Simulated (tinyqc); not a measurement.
Random telegraph noise from one oxide trap in a small MOSFET: two steps of the calculation.

An acceptor-like trap exchanges electrons with the channel. Inversion charge Q = Cox u, u = n Vt W0(exp((Vg - VT)/(n Vt))), W0 the Lambert function, n = nf, Cox = eps0 eox/tox; linear regime Id = (W/L) mu Q Vd. Relative to threshold the surface potential rises by Vt ln(u/u0) and the oxide voltage by the rest of Vg - VT, with u0 = n Vt W0(1).

Values chosen for this exercise; values of the order met in silicon transistors: temperature T = 350 K; relative permittivity of the gate insulator (close to silicon dioxide) eox = 3.9; insulator thickness tox = 1.2 nm; depth of the trap from the channel interface xt = 0.38 nm; trap level above the channel Fermi level at threshold E0 = 0.08 eV; capture prefactor s0 = 1e-15 cm^2; capture barrier (lattice relaxation) EB = 0.23 eV; tunnelling decay length lt = 0.17 nm; thermal velocity vth = 1.4e7 cm/s; thickness of the inversion layer zi = 2.9 nm; threshold voltage VT = 0.54 V; body factor nf = 1.36; gate voltage Vg = 0.75 V.

Constants: q = 1.602176634e-19 C, kB = 1.380649e-23 J/K, Vt = kB T/q, eps0 = 8.8541878128e-14 F/cm where lengths are in cm. Results are converted to the units shown.

Problem 1. Trap level, time constants and occupancy. N = Cox u/q; dpsi = Vt ln(u/u0); E = E0 - dpsi - (xt/tox)(Vg - VT - dpsi); capture time tc = 1/[(N/zi) vth s0 exp(-xt/lt - EB/Vt)]; emission time te = tc exp(-E/Vt); occupancy te/(tc + te).

Wanted: u; N; dpsi; E; tc; te; occupancy.

Solution 1.

u = 0.1554 V
N = 2.791e12 cm^-2
dpsi = 0.05727 V
E = -0.02564 eV
tc = 1.423e-7 s
te = 3.329e-7 s
occupancy = 0.7006

The trap lies 0.85 Vt below the Fermi level, so it is filled most of the time.

Problem 2. Lorentzian spectrum. Spectrum S(f) = 4 dI^2/{(tc + te)[(1/tc + 1/te)^2 + (2 pi f)^2]}; corner fc = (1/tc + 1/te)/(2 pi); variance dI^2 tc te/(tc + te)^2. Give S at f = 0, at fc and at 10 fc.

tc = 1.4230054e-7 s
te = 3.3293508e-7 s
dI = 9.7106475 nA

Wanted: fc; S(0); S(fc); S(10 fc); rms current.

Solution 2.

fc = 1.5965e6 Hz
S(0) = 7.8879e-24 A^2/Hz
S(fc) = 3.9440e-24 A^2/Hz
S(10 fc) = 7.8098e-26 A^2/Hz
rms current = 4.4476 nA

The rms value is 0.458 of the step; it reaches its largest share, 1/2, when tc = te.

Range of the model: VT is taken as given; short-channel effects and the uneven flow of current among few electrons are left out.

Program tinyqc, `OMP_NUM_THREADS=1 python tinyqc.py 2710005 2710006 out.jsonl`; Intel Xeon 2.30GHz, shared host, one thread, about 0.01 s.
